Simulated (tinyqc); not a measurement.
What moves the results: coherent potential approximation for a binary alloy with a semi-elliptic band. A value that a table varies takes the place of the one given here.

Site levels eA = -x d (share 1 - x) and eB = (1 - x) d (share x), so that their mean, the virtual crystal, is 0. Pure band: G0(z) = 2 (z - sqrt(z - W) sqrt(z + W))/W^2 with principal roots, density -Im G/pi per site. The medium has a self-energy S(z), G = G0(z - S), z = E + i eta. t_i = (e_i - S)/(1 - (e_i - S) G); the CPA demands <t> = (1 - x) tA + x tB = 0. Iteration: start at S = 0, set S(new) = S + <t>/(1 + <t> G), stop when |<t>| < 1e-9 eV.

Inputs chosen for the exercise: W = 2.5 eV (half width of the pure band); x = 0.06 (fraction of B); d = 0.48 eV (eB - eA); eta = 0.05 eV (broadening); E1 = -2.5 eV (first energy); dE = 0.39 eV (step); E = 1.25 eV (energy).

## Virtual crystal, CPA and unmixed bands

Fifteen energies E1 + j dE. Virtual crystal: G0(z). Unmixed: (1 - x) G0(z - eA) + x G0(z - eB), the limit of large separate grains.

Densities (1/eV) and self-energy (eV):
```
E (eV)  virtual crystal     CPA  unmixed     Re S     Im S
-2.50            0.0311  0.0338   0.0400  -0.0070  -0.0008
-2.11            0.1318  0.1326   0.1291  -0.0070  -0.0032
-1.72            0.1798  0.1800   0.1789  -0.0066  -0.0047
-1.33            0.2106  0.2104   0.2101  -0.0060  -0.0059
-0.94            0.2309  0.2305   0.2306  -0.0053  -0.0069
-0.55            0.2434  0.2427   0.2431  -0.0045  -0.0079
-0.16            0.2491  0.2482   0.2488  -0.0035  -0.0088
0.23             0.2485  0.2475   0.2483  -0.0023  -0.0097
0.62             0.2417  0.2406   0.2414  -0.0009  -0.0105
1.01             0.2279  0.2269   0.2276   0.0009  -0.0111
1.40             0.2060  0.2051   0.2056   0.0032  -0.0114
1.79             0.1728  0.1724   0.1722   0.0062  -0.0110
2.18             0.1200  0.1210   0.1185   0.0100  -0.0089
2.57             0.0158  0.0175   0.0201   0.0110  -0.0013
2.96             0.0044  0.0045   0.0056   0.0070  -0.0003
```

d/W = 0.19. CPA and virtual crystal differ by at most 0.003 1/eV, at -2.50 eV, against a peak of 0.255 for the pure band. |Im S| is largest at 1.40 eV (Im S = -0.011 eV); where the density is near zero this is no damping of states. On these rows the CPA density keeps one maximum: the bands are amalgamated.

## Bowing of the band edge from disorder

For eta = 0 the CPA reads G = (1 - x)/(y - eA) + x/(y - eB) with y = E - W^2 G/4; the lower edge is the maximum of E(y) = y + W^2 G(y)/4 for y < eA. The virtual crystal puts it at -W. Second order: -W - 2 x (1 - x) d^2/W, from S = x (1 - x) d^2 G0(-W), G0(-W) = -2/W.

Lower edge (eV):
```
x        edge  edge + W  second order  (edge + W)/(x (1 - x))
0.05  -2.5065   -0.0065       -0.0088                 -0.1364
0.10  -2.5126   -0.0126       -0.0166                 -0.1397
0.25  -2.5283   -0.0283       -0.0346                 -0.1512
0.40  -2.5397   -0.0397       -0.0442                 -0.1652
0.50  -2.5442   -0.0442       -0.0461                 -0.1766
0.60  -2.5457   -0.0457       -0.0442                 -0.1902
0.75  -2.5407   -0.0407       -0.0346                 -0.2169
0.90  -2.5231   -0.0231       -0.0166                 -0.2569
0.95  -2.5131   -0.0131       -0.0088                 -0.2756
```

second-order coefficient = -0.1843 eV

Disorder pushes the edge below the virtual crystal, most at x = 0.6 (-46 meV). The coefficient runs from -0.136 at x = 0.05 to -0.276 eV at 0.95, against -0.184 in second order: it depends strongly on x and is largest in size where the low-lying A atoms are dilute and act as attractive impurities.

## When the band splits

x as given, d varied, eta as given. The density is taken at E = (eA + eB)/2 and at E = eA + eB = (1 - 2x) d, where S has its pole for well split bands; a gap shows as a density of the size of the broadening tail.

Between the two levels:
```
d/W  d (eV)  density at the midpoint (1/eV)  density at (1 - 2x) d (1/eV)  Im S at the midpoint (eV)
0.2    0.50                          0.2476                        0.2445                     -0.010
0.4    1.00                          0.2418                        0.2285                     -0.035
0.6    1.50                          0.2329                        0.1992                     -0.062
0.8    2.00                          0.2213                        0.1488                     -0.083
1.0    2.50                          0.2065                        0.0352                     -0.095
1.2    3.00                          0.1877                        0.0092                     -0.098
1.5    3.75                          0.1486                        0.0105                     -0.088
2.0    5.00                          0.0128                        0.0144                     -0.017
```

The midpoint density falls from 0.248 to 0.0128 1/eV; it first drops below a tenth of the pure peak (0.025) at d/W = 2. At (1 - 2x) d the density drops below that mark at d/W = 1.2, so the bands have parted by then (this mark lags the true splitting), and is least, 0.0092, at d/W = 1.2; it rises again beyond, as for small x that energy nears the band of the B atoms. For x = 1/2 the two coincide and the band splits at d = W exactly; here x = 0.06. The size of Im Sigma at the midpoint is largest at d/W = 1.2. It is a lifetime only where the density there is finite; for well separated bands, d/W above 1/(2 sqrt(x (1 - x))), S has a pole in the gap at (1 - 2x) d.

## What each parameter does

Converged values at E. Each row changes one parameter from the base and keeps the others.

Results:
```
case          Re S (eV)  Im S (eV)  density (1/eV)
base             0.0023    -0.0113          0.2145
W = 2.75 eV      0.0018    -0.0101          0.2013
x = 0.11         0.0048    -0.0193          0.2139
d = 0.528 eV     0.0023    -0.0139          0.2143
eta = 0.1 eV     0.0023    -0.0110          0.2097
E = 1.5 eV       0.0039    -0.0114          0.1979
```

The largest shifts from the base row, up to three for each result and ties (the steps differ in size, so this ranks the rows, not the parameters). Re S (eV): x +0.0025, E +0.0016, W -0.0005; unchanged at the printed digits by d and eta. Im S (eV): x -0.0080, d -0.0026, W +0.0012. density (1/eV): E -0.0166, W -0.0132, eta -0.0048.

tinyqc: `OMP_NUM_THREADS=1 python tinyqc.py 1480975 1480976 out.jsonl`; about 0.01 s, one thread, shared Intel(R) Xeon(R) Processor @ 2.30GHz.
